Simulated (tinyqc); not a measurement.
Inputs raised by 2 %, one at a time: grain-boundary diffusion: Harrison regimes, Fisher and Le Claire analysis, Hart average. Computed by tinyqc, a small Python program. Command: `OMP_NUM_THREADS=1 python tinyqc.py 3031715 3031716 out.jsonl gbdiff sens`. One thread of a shared host (Intel(R) Xeon(R) Processor @ 2.30GHz), about 0.01 s of CPU time with the checks.

A boundary is a slab of width delta with diffusivity D_b, normal to a surface held at constant concentration; it leaks into grains of diffusivity D.

Inputs (values chosen for the exercise, for a model polycrystal): lattice prefactor D0 = 3.8e-05 m^2/s; lattice activation energy E = 1.82 eV; boundary prefactor D0b = 3.6e-06 m^2/s; boundary activation energy E_b = 1.09 eV; boundary width delta = 0.86 nm; segregation factor s = 30; grain size d = 0.24 um; temperature T = 638 K; time t = 230000 s.

Constants: k_B = 8.617333262e-05 eV/K.

Method:
- D = D0 exp(-E/(k_B T)), D_b = D0b exp(-E_b/(k_B T)).
- Triple product P = s delta D_b.
- Hart average for parallel slabs: f = delta/d, D_eff = (s f D_b + (1 - f) D)/(1 - f + s f); share of the boundaries = s f D_b/(s f D_b + (1 - f) D); depth sqrt(D_eff t).
- Fisher: the mean concentration falls as exp(-y/y_F), y_F = sqrt(P) (pi t/(4 D))^(1/4), with the boundary equation P d2c/dy2 = 2 c sqrt(D/(pi t)). Le Claire (from the Whipple solution): ln c falls as -(y/y_L)^(6/5) with P = 1.322 sqrt(D/t) y_L^2.

Runs:
```
input moved                             from         to  Le Claire depth y_L (um)  D_eff (m^2/s)  share of the boundaries  depth sqrt(D_eff t) (um)
base run                                   -          -                     14.38      8.601e-16                   0.9998                     14.07
lattice prefactor D0 (m^2/s)         3.8e-05  3.876e-05                     14.31      8.601e-16                   0.9998                     14.07
lattice activation energy E (eV)        1.82     1.8564                     16.97      8.601e-16                   0.9999                     14.06
boundary prefactor D0b (m^2/s)       3.6e-06  3.672e-06                     14.53      8.773e-16                   0.9998                     14.21
boundary activation energy E_b (eV)     1.09     1.1118                     11.80      5.786e-16                   0.9998                     11.54
boundary width delta (nm)               0.86     0.8772                     14.53      8.757e-16                   0.9998                     14.19
time t (s)                            230000     234600                     14.46      8.601e-16                   0.9998                     14.21
segregation factor s                      30       30.6                     14.53      8.756e-16                   0.9998                     14.19
```

Exponents ln(y'/y) / ln(x'/x):
```
input                           Le Claire depth y_L    D_eff  share of the boundaries  depth sqrt(D_eff t)
lattice prefactor D0                         -0.250    0.000                    0.000                0.000
lattice activation energy E                   8.358   -0.004                    0.004               -0.002
boundary prefactor D0b                        0.500    1.000                    0.000                0.500
boundary activation energy E_b              -10.012  -20.019                   -0.004              -10.010
boundary width delta                          0.500    0.905                    0.000                0.452
time t                                        0.250    0.000                    0.000                0.500
segregation factor s                          0.500    0.902                    0.000                0.451
```

Among the inputs moved here: Le Claire depth y_L answers most in size to boundary activation energy E_b (exponent -10.012), next to lattice activation energy E (+8.358). Its exponent -0.250 in lattice prefactor D0: faster lattice diffusion drains the boundary. Its exponent +0.500 in boundary prefactor D0b: the depth goes as sqrt(P). D_eff answers most in size to boundary activation energy E_b (exponent -20.019), next to boundary prefactor D0b (+1.000); its exponent is below 0.0005 for lattice prefactor D0, time t. Share of the boundaries hardly depends on these (all exponents below 0.005). Depth sqrt(D_eff t) answers most in size to boundary activation energy E_b (exponent -10.010), next to boundary prefactor D0b (+0.500); its exponent is below 0.0005 for lattice prefactor D0. Its exponent +0.500 in time t: ordinary diffusion.

Caution (all rows): outside regime A (which needs sqrt(D t) above about 3 d) the Hart average and its depth are formal: they describe a profile only in regime A or at steady state. Caution (all rows): the Fisher and Le Claire forms need regime B with beta above 10.
